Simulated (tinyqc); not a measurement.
# Electron mobility in a silicon inversion layer, empirical terms and Matthiessen rule: two studies

Inversion layer of sheet density Ns on a uniformly doped body, under a high-permittivity gate with an interlayer. The mobility terms are empirical power laws with prefactors chosen for the exercise; adding their inverses (Matthiessen) is itself an approximation.

Parameters, values chosen for the exercise; material values close to those of silicon:
- T = 300 K (temperature)
- Eg = 1.1 eV (band gap)
- eps_r = 11.7 (relative permittivity of the semiconductor)
- Nc = 2.78e19 cm^-3 (conduction-band density of states at T)
- Nv = 2.64e19 cm^-3 (valence-band density of states at T)
- Nb = 5.6e16 cm^-3 (body doping)
- Vsb = 0 V (reverse body bias)
- eta = 0.5 (weight of the inversion charge in the effective field)
- Ap = 475 cm^2/(V s) (phonon-limited mobility at 1 MV/cm and 300 K)
- As = 841 cm^2/(V s) (roughness-limited mobility at 1 MV/cm)
- gs = 2 (exponent of the roughness term)
- Ac = 2000 cm^2/(V s) (Coulomb prefactor)
- Nit = 1.6e12 cm^-2 (charge at the interface)
- Ar = 320 cm^2/(V s) (remote-phonon mobility without interlayer)
- ti = 1 nm (interlayer thickness)
- lr = 0.9 nm (decay length of remote phonons)
- Ns = 3e12 cm^-2 (inversion density)

Constants: q = 1.602176634e-19 C, kB = 1.380649e-23 J/K, Vt = kB T/q, eps0 = 8.8541878128e-14 F/cm where lengths are in cm. Results are converted to the units shown.

Each table varies one quantity; the others keep the values above.

## Effect of the reverse body bias

ni = sqrt(Nc Nv) exp(-Eg/(2 Vt)), Eg in volts; Ndep = sqrt(2 eps0 eps_r Nb (2 Vt ln(Nb/ni) + Vsb)/q); E = q (Ndep + eta Ns)/(eps0 eps_r), in MV/cm. With t = T/(300 K): muC = Ac (Ns/1e12 cm^-2) t/(Nb/1e17 cm^-3 + Nit/1e11 cm^-2), muP = Ap E^(-1/3) t^(-1.75), muS = As E^(-gs), muR = Ar exp(2 ti/lr)/t; 1/mu is the sum of the inverses.

The same in every row: muC (cm^2/(V s)) = 362.3; muR (cm^2/(V s)) = 2953.

Effect of the reverse body bias:
```
Vsb (V)  E (MV/cm)  muP (cm^2/(V s))  muS (cm^2/(V s))  mu (cm^2/(V s))
0           0.3483             675.1              6934            211.7
0.4         0.3750             658.7              5981            209.0
0.8         0.3974             646.1              5324            206.9
1.2         0.4172             635.7              4832            205.0
1.6         0.4350             626.9              4443            203.3
2           0.4514             619.2              4127            201.8
2.4         0.4667             612.4              3861            200.4
```

As Vsb goes from 0 to 2.4 V, E rises from 0.348 to 0.467 MV/cm and mu falls from 212 to 200 cm^2/(V s). The Coulomb term is the smallest in the first and the last row.

## Effect of the interlayer thickness

Same model as above.

The same in every row: E (MV/cm) = 0.3483; muC (cm^2/(V s)) = 362.3; muP (cm^2/(V s)) = 675.1; muS (cm^2/(V s)) = 6934.

Effect of the interlayer thickness:
```
ti (nm)  muR (cm^2/(V s))  mu (cm^2/(V s))
0.2                 499.1            156.5
0.4                 778.4            176.4
0.6                  1214            192.0
0.8                  1893            203.5
1                    2953            211.7
1.2                  4605            217.3
1.4                  7183            221.0
1.6               1.120e4            223.5
1.8               1.747e4            225.1
```

As ti goes from 0.2 to 1.8 nm, E stays at 0.348 MV/cm and mu rises from 157 to 225 cm^2/(V s). The Coulomb term is the smallest in the first and the last row.

Computed by the program tinyqc: `OMP_NUM_THREADS=1 python tinyqc.py 2510054 2510055 out.jsonl`, one thread of a shared Intel Xeon 2.30GHz, about 0.01 s for the whole run.
